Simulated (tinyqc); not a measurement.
# Planar ballistic transistor, top-of-the-barrier model, step by step

tinyqc, about 0.01 s, one thread, Intel Xeon 2.30GHz (shared host): `OMP_NUM_THREADS=1 python tinyqc.py 2400171 2400172 out.jsonl` Printed values are rounded.

At the top of the source barrier, states moving towards the drain are filled by the source (Fermi level 0) and states moving back by the drain (Fermi level -q Vd); nothing scatters. U is the shift of the band edge there, set by the capacitances CG, CD and CS (the total) and by the charge. Parabolic two-dimensional band; the source is grounded.

Inputs (values chosen for the exercise); mass and valleys close to those of gallium arsenide: temperature T = 150 K; effective mass m = 0.0683 m0; valley degeneracy gv = 1; relative permittivity of the gate insulator eox = 16; insulator thickness tox = 3.7 nm; gate control CG/CS aG = 0.86; drain control CD/CS aD = 0.028; band edge at the barrier top above the source Fermi level at zero bias E0 = 0.37 eV; gate voltage Vg = 0.4 V; drain voltage Vd = 0.2 V.

Constants: q = 1.602176634e-19 C, kB = 1.380649e-23 J/K, hbar = 1.054571817e-34 J s, m0 = 9.1093837015e-31 kg, Vt = kB T/q, eps0 = 8.8541878128e-14 F/cm where lengths are in cm. Results are converted to the units shown.

## Density of states, capacitances and charge at zero bias

N0 = gv m kB T/(pi hbar^2), CG = eps0 eox/tox, vT = sqrt(2 kB T/(pi m)), CS = CG/aG, n0 = n at U = 0 and Vd = 0. eta1 = -(E0 + U)/Vt, eta2 = eta1 - Vd/Vt, n = (N0/2)[F_0(eta1) + F_0(eta2)], F_0(x) = ln(1 + exp x). UL = -(aG Vg + aD Vd).

N0 = 3.687925e11 cm^-2
CG = 3.828838 uF/cm^2
CS = 4.452137 uF/cm^2
n0 = 0.1365618 cm^-2
UL = -0.3496 eV

## Iteration 1: self-consistent potential at the barrier top

U at the start (U = UL) = -0.3496 eV

eta1 = -(E0 + U)/Vt, eta2 = eta1 - Vd/Vt, n = (N0/2)[F_0(eta1) + F_0(eta2)], F_0(x) = ln(1 + exp x). U(out) = UL + q (n - n0)/CS. U(new) = U + 0.2 (U(out) - U).

eta1 = -1.578214
eta2 = -17.05091
n = 3.459157e10 cm^-2
U(out) = -0.3483552 eV
U after iteration 1 = -0.3493510 eV

## Iteration 2: self-consistent potential at the barrier top

As before.

eta1 = -1.597475
eta2 = -17.07017
n = 3.398889e10 cm^-2
U(out) = -0.3483769 eV
U after iteration 2 = -0.3491562 eV

## Course of the iteration: self-consistent potential at the barrier top

Stop when U changes by less than 1e-9 eV, or after 90 iterations.

Course of the iteration:

| iteration | U (eV) | \|change\| (eV) |
|---|---|---|
| 1 | -0.3493510 | 2.49e-4 |
| 2 | -0.3491562 | 1.95e-4 |
| 3 | -0.3490037 | 1.53e-4 |
| 4 | -0.3488842 | 1.19e-4 |
| 5 | -0.3487907 | 9.35e-5 |
| 6 | -0.3487175 | 7.33e-5 |
| 7 | -0.3486601 | 5.74e-5 |
| 8 | -0.3486151 | 4.50e-5 |
| 9 | -0.3485799 | 3.52e-5 |
| ... | ... | ... |
| 44 | -0.3484523 | 6.94e-9 |
| 45 | -0.3484523 | 5.44e-9 |
| 46 | -0.3484523 | 4.26e-9 |
| 47 | -0.3484523 | 3.34e-9 |
| 48 | -0.3484523 | 2.62e-9 |
| 49 | -0.3484523 | 2.05e-9 |
| 50 | -0.3484523 | 1.61e-9 |
| 51 | -0.3484523 | 1.26e-9 |
| 52 | -0.3484523 | 9.88e-10 |

Converged in 52 iterations. At the end each change is about 0.78 times the one before: linear convergence.

## Current, mean velocity and share of the gate voltage

converged U = -0.3484523 eV

N0 = gv m kB T/(pi hbar^2), CG = eps0 eox/tox, vT = sqrt(2 kB T/(pi m)), CS = CG/aG, n0 = n at U = 0 and Vd = 0. eta1 = -(E0 + U)/Vt, eta2 = eta1 - Vd/Vt, n = (N0/2)[F_0(eta1) + F_0(eta2)], F_0(x) = ln(1 + exp x). I = q (N0/2) vT [F_(1/2)(eta1) - F_(1/2)(eta2)] per width, F_(1/2)(x) = (2/sqrt(pi)) int_0^infinity u^(1/2)/(1 + exp(u - x)) du. Mean velocity I/(q n). CQ = (q/Vt) dn/d(eta1); the band edge follows the gate as -dU/dVg = aG/(1 + CQ/CS).

eta1 = -1.667004
n = 3.189215e10 cm^-2
I = 7.627778 uA/um
mean velocity = 1.492808e7 cm/s
CQ = 0.3630067 uF/cm^2
-dU/dVg = 0.7951659 eV/V

The carriers from the source are near degeneracy (eta1 = -1.67), and the mean velocity is 1.03 times vT = sqrt(2 kB T/(pi m)) = 1.46e7 cm/s.
